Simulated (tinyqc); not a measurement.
Inside a calculation. Method: lattice vibrations of a chain. Computed by tinyqc, a small Python program that keeps every step. Command: `OMP_NUM_THREADS=1 python tinyqc.py 27885 27886 out.jsonl` (the two numbers bound the seeds that draw the settings). One thread of a shared host (Intel(R) Xeon(R) Processor @ 2.60GHz), about 0.01 s of CPU time with the checks.

## Dynamical matrix at q = 0.37

A chain moving along its axis:

| atom | mass (u) | spring to the next atom (eV/angstrom^2) |
|---|---|---|
| 1 | 90.900000 | 26.900000 |
| 2 | 42.900000 | 29.300000 |
| 3 | 92.400000 | 10.500000 |

q is in units of 2 pi/a. A spring k from atom i to atom j, n cells on, adds k to Phi_ii and Phi_jj, -k exp(2 pi i q n) to Phi_ij and the conjugate to Phi_ji (for one atom a cell: 2k (1 - cos 2 pi q n)); D_ij = Phi_ij / sqrt(m_i m_j).

D(q) (eV/(angstrom^2 u)), lower triangle (Hermitian):
```
                    1          2         3
1            0.411441
2           -0.430766   1.310023
3  0.078429-0.083518i  -0.465375  0.430736
```

## Frequencies

omega^2 are the eigenvalues; wavenumber = 521.4708 sqrt(eigenvalue) 1/cm.

eigenvalues: 0.127436  0.366076  1.658688

wavenumbers (1/cm): 186.2  315.5  671.6

weights |e|^2 of the mass-weighted modes:
```
          mode 1    mode 2    mode 3
atom 1  0.388882  0.504227  0.106890
atom 2  0.199805  0.033044  0.767151
atom 3  0.411313  0.462729  0.125958
```

## Dispersion and heat capacity

C/k_B per atom = mean over q = (j + 1/2)/80, j = 0..39 and all branches of y^2 e^y/(e^y - 1)^2, y = hc wavenumber / k_B T.

Wavenumbers (1/cm):

| q | branch 1 | branch 2 | branch 3 |
|---|---|---|---|
| 0.000000 | 0.000000 | 381.433621 | 663.144160 |
| 0.062500 | 33.319548 | 379.262106 | 663.552445 |
| 0.125000 | 66.366992 | 372.854789 | 664.700318 |
| 0.187500 | 98.847335 | 362.519021 | 666.378982 |
| 0.250000 | 130.403718 | 348.738709 | 668.302303 |
| 0.312500 | 160.523193 | 332.202379 | 670.168388 |
| 0.375000 | 188.244625 | 314.043626 | 671.708528 |
| 0.437500 | 211.045830 | 296.922151 | 672.717384 |
| 0.500000 | 221.331828 | 288.519592 | 673.067940 |

Heat capacity:

| T (K) | C/k_B per atom |
|---|---|
| 20 | 0.057450 |
| 50 | 0.148616 |
| 100 | 0.310737 |
| 200 | 0.576185 |
| 300 | 0.738932 |
| 600 | 0.915497 |
| 1200 | 0.977231 |

zero-point energy per atom = 23.477977 meV
